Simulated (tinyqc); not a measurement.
## Planar ballistic transistor, top-of-the-barrier model: effect of the drain control CD/CS

At the top of the source barrier, states moving towards the drain are filled by the source (Fermi level 0) and states moving back by the drain (Fermi level -q Vd); nothing scatters. U is the shift of the band edge there, set by the capacitances CG, CD and CS (the total) and by the charge. Parabolic two-dimensional band; the source is grounded.

N0 = gv m kB T/(pi hbar^2), CG = eps0 eox/tox, vT = sqrt(2 kB T/(pi m)), CS = CG/aG, n0 = n at U = 0 and Vd = 0. eta1 = -(E0 + U)/Vt, eta2 = eta1 - Vd/Vt, n = (N0/2)[F_0(eta1) + F_0(eta2)], F_0(x) = ln(1 + exp x). U = UL + q (n - n0)/CS with UL = -(aG Vg + aD Vd), energies in eV. I = q (N0/2) vT [F_(1/2)(eta1) - F_(1/2)(eta2)] per width, F_(1/2)(x) = (2/sqrt(pi)) int_0^infinity u^(1/2)/(1 + exp(u - x)) du. CQ = (q/Vt) dn/d(eta1). E0 is held fixed.

Values chosen for this exercise; mass and valleys close to those of a monolayer dichalcogenide: temperature T = 250 K; effective mass m = 0.476 m0; valley degeneracy gv = 2; relative permittivity of the gate insulator eox = 22; insulator thickness tox = 3 nm; gate control CG/CS aG = 0.86; band edge at the barrier top above the source Fermi level at zero bias E0 = 0.25 eV; gate voltage Vg = 0.4 V; drain voltage Vd = 0.4 V.

Constants: q = 1.602176634e-19 C, kB = 1.380649e-23 J/K, hbar = 1.054571817e-34 J s, m0 = 9.1093837015e-31 kg, Vt = kB T/q, eps0 = 8.8541878128e-14 F/cm where lengths are in cm. Results are converted to the units shown.

Effect of the drain control CD/CS:
```
aD        eta1  n (cm^-2)  I (uA/um)  mean velocity I/(q n) (cm/s)   CQ/CS
0      0.43131  3.9919e12     519.28                      8.1193e6  2.5578
0.018  0.52404  4.2370e12     555.45                      8.1822e6  2.6502
0.036  0.61450  4.4845e12     592.46                      8.2459e6  2.7383
0.054  0.70290  4.7340e12     630.31                      8.3102e6  2.8221
0.072  0.78944  4.9855e12     668.97                      8.3752e6  2.9018
0.09   0.87427  5.2386e12     708.45                      8.4407e6  2.9774
0.108  0.95754  5.4934e12     748.71                      8.5067e6  3.0491
0.126   1.0394  5.7496e12     789.75                      8.5732e6  3.1171
```

Read the table: what changes, and by how much?

As aD goes from 0 to 0.126, n rises from 3.99e12 to 5.75e12 cm^-2, the mean velocity rises from 8.12e6 to 8.57e6 cm/s and the current rises from 519 to 790 uA/um. CQ/CS goes from 2.6 to 3.1.

Program tinyqc, `OMP_NUM_THREADS=1 python tinyqc.py 2400001 2400002 out.jsonl`; Intel Xeon 2.30GHz, shared host, one thread, about 0.01 s.
